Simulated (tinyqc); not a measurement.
Reverse leakage of an n+-p junction: diffusion, generation, trap-assisted and band-to-band tunnelling: one step of the calculation.

One-sided abrupt junction in the depletion approximation, x from the junction (0) to W on the p side, field F = F0 (1 - x/W). Flat quasi-Fermi levels, long p side. Traps generate through SRH with both lifetimes shortened by 1 + Gamma (Hurkx enhancement, form for moderate fields); band-to-band generation is local and needs a total bending above Eg.

Question. Generation rates across the layer. u = (Vbi + VR)(1 - x/W)^2, p = Na exp(-u/Vt), n = Nd exp((u - Vbi - VR)/Vt); G0 = ni^2 (1 - exp(-VR/Vt))/(tau (n + p + 2 ni cosh(Et/Vt))); Gamma = 2 sqrt(3 pi)(F/FG) exp((F/FG)^2); trap-assisted part G0 Gamma; G_bb = Ab F^2.5 exp(-Bb/F) with F in V/cm, zero unless Vbi + VR > Eg. 16 equal steps.

Inputs (values chosen for the exercise); band and dielectric values those of a made-up semiconductor:

| symbol | value | unit | meaning |
|---|---|---|---|
| T | 300 | K | temperature |
| Eg | 0.968 | eV | band gap |
| Na | 5e16 | cm^-3 | acceptor density of the lighter side |
| Nd | 5e19 | cm^-3 | donor density of the heavier side |
| tau | 2e-6 | s | SRH lifetime of both carriers at zero field |
| Et | 0 | eV | trap level above the intrinsic level |
| Ab | 2.2e14 | cm^-0.5 V^-2.5 s^-1 | band-to-band prefactor |
| Bb | 9.36e6 | V/cm | band-to-band field constant |
| VR | 2.4 | V | reverse bias |

Constants: q = 1.602176634e-19 C, kB = 1.380649e-23 J/K, Vt = kB T/q. Results are converted to the units shown.

ni = 1.8777359e11 cm^-3
Vbi = 0.82448099 V
W = 290.01474 nm
F0 = 222.36669 kV/cm
FG = 361.38988 kV/cm

Wanted: x; F; Gamma; G0; G0 Gamma; G_bb.

Answer.

| point | x (nm) | F (kV/cm) | Gamma | G0 (cm^-3 s^-1) | G0 Gamma (cm^-3 s^-1) | G_bb (1e9 cm^-3 s^-1) |
|---|---|---|---|---|---|---|
| 0 | 0.00 | 222.37 | 5.5168 | 3.5259e8 | 1.9452e9 | 2.6884 |
| 1 | 18.13 | 208.47 | 4.9402 | 1.2448e15 | 6.1498e15 | 0.1383 |
| 2 | 36.25 | 194.57 | 4.4173 | 4.6942e16 | 2.0736e17 | 0.0047 |
| 3 | 54.38 | 180.67 | 3.9412 | 4.6943e16 | 1.8501e17 | 0.0001 |
| 4 | 72.50 | 166.78 | 3.5060 | 4.6943e16 | 1.6458e17 | 0.0000 |
| 5 | 90.63 | 152.88 | 3.1063 | 4.6943e16 | 1.4582e17 | 0.0000 |
| 6 | 108.76 | 138.98 | 2.7376 | 4.6943e16 | 1.2851e17 | 0.0000 |
| 7 | 126.88 | 125.08 | 2.3956 | 4.6943e16 | 1.1246e17 | 0.0000 |
| 8 | 145.01 | 111.18 | 2.0765 | 4.6943e16 | 9.7479e16 | 0.0000 |
| 9 | 163.13 | 97.29 | 1.7771 | 4.6943e16 | 8.3422e16 | 0.0000 |
| 10 | 181.26 | 83.39 | 1.4942 | 4.6793e16 | 6.9919e16 | 0.0000 |
| 11 | 199.39 | 69.49 | 1.2251 | 2.7894e16 | 3.4172e16 | 0.0000 |
| 12 | 217.51 | 55.59 | 0.96711 | 8.4134e14 | 8.1367e14 | 0.0000 |
| 13 | 235.64 | 41.69 | 0.71786 | 2.8274e13 | 2.0297e13 | 0.0000 |
| 14 | 253.76 | 27.80 | 0.47505 | 2.4753e12 | 1.1759e12 | 0.0000 |
| 15 | 271.89 | 13.90 | 0.23647 | 5.7393e11 | 1.3572e11 | 0.0000 |
| 16 | 290.01 | 0.00 | 0 | 3.5259e11 | 0 | 0.0000 |

Range of the model: The n+ side is degenerate, so Vbi from Boltzmann statistics is only a guide.

Numbers from tinyqc (`OMP_NUM_THREADS=1 python tinyqc.py 2290054 2290055 out.jsonl`; about 0.01 s on one thread of a shared Intel Xeon 2.30GHz).
